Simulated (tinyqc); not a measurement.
Inside a calculation. Model: two-diode model of a solar cell.

tinyqc, about 0.02 s, one thread, Intel Xeon 2.30GHz (shared host): `OMP_NUM_THREADS=1 python tinyqc.py 2280123 2280124 out.jsonl` Printed values are rounded.

J is the current delivered and Vj = V + J Rs the junction voltage. J = X JL - J01 (exp(Vj/(n1 Vt)) - 1) - J02 (exp(Vj/(2 Vt)) - 1) - Vj/Rp. The photocurrent does not depend on voltage.

Parameters, values chosen for the exercise; values of the order met in cells of silicon:
- T = 298.15 K (temperature)
- JL = 38.2 mA/cm^2 (photocurrent at one sun)
- X = 10 suns (concentration)
- J01 = 1.8e-13 A/cm^2 (saturation current of the first diode)
- n1 = 1 (ideality factor of the first diode)
- Rs = 0.096 ohm cm^2 (series resistance)
- Rp = 10000 ohm cm^2 (shunt resistance)
- Pin = 100 mW/cm^2 (incident power at one sun)
- J02 = 1.4e-8 A/cm^2 (saturation current of the second diode (ideality 2))

Constants: q = 1.602176634e-19 C, kB = 1.380649e-23 J/K, Vt = kB T/q. Results are converted to the units shown.

## Starting value

Vj = 0.66 V.

Vj at the start = 0.66 V

## Iteration 1: new Vj

Open circuit: J(Vj) = 0. G = -dJ/dVj = J01 exp(Vj/(n1 Vt))/(n1 Vt) + J02 exp(Vj/(2 Vt))/(2 Vt) + 1/Rp. Vj(new) = Vj + J/G.

J = 350.836 mA/cm^2
G = 1.10734 S/cm^2
Vj after iteration 1 = 0.976829 V

## Iteration 2: new Vj

As before.

J = -5.85130e6 mA/cm^2
G = 2.27709e5 S/cm^2
Vj after iteration 2 = 0.951132 V

## Course of the iteration

Stop when the step is below 1e-10 V, or after 80 iterations.

Course of the iteration:
```
iteration  Vj before the step (V)  step (V)
1                            0.66     0.317
2                        0.976829   -0.0257
3                        0.951132   -0.0257
4                        0.925435   -0.0257
5                        0.899740   -0.0257
6                        0.874056   -0.0256
7                        0.848414   -0.0255
8                        0.822902   -0.0251
9                        0.797767   -0.0241
10                       0.773667   -0.0215
11                       0.752196   -0.0158
12                       0.736410  -7.28e-3
13                       0.729129  -1.23e-3
14                       0.727898  -3.00e-5
15                       0.727868  -1.73e-8
16                       0.727868   < 1e-13
```

Converged in 16 iterations.

## Figures of merit

Jsc at V = 0, Voc at J = 0, the maximum power point where J (1 + 2 Rs G) = G Vj with G = -dJ/dVj; FF = Vmp Jmp/(Voc Jsc); efficiency Vmp Jmp/(X Pin). Empirical fill factor without parasitics FF0 = (v - ln(v + 0.72))/(v + 1), v = Voc/(n1 Vt).

Jsc = 381.996 mA/cm^2
Voc = 0.727868 V
Vmp = 0.609886 V
Jmp = 363.714 mA/cm^2
FF = 0.797804
efficiency = 22.1824 %
FF0 = 0.851039

FF is 6.3 % below FF0. Removing one loss at a time changes the efficiency by: series resistance +1.28, second diode +0.23, shunt +0.00 points.
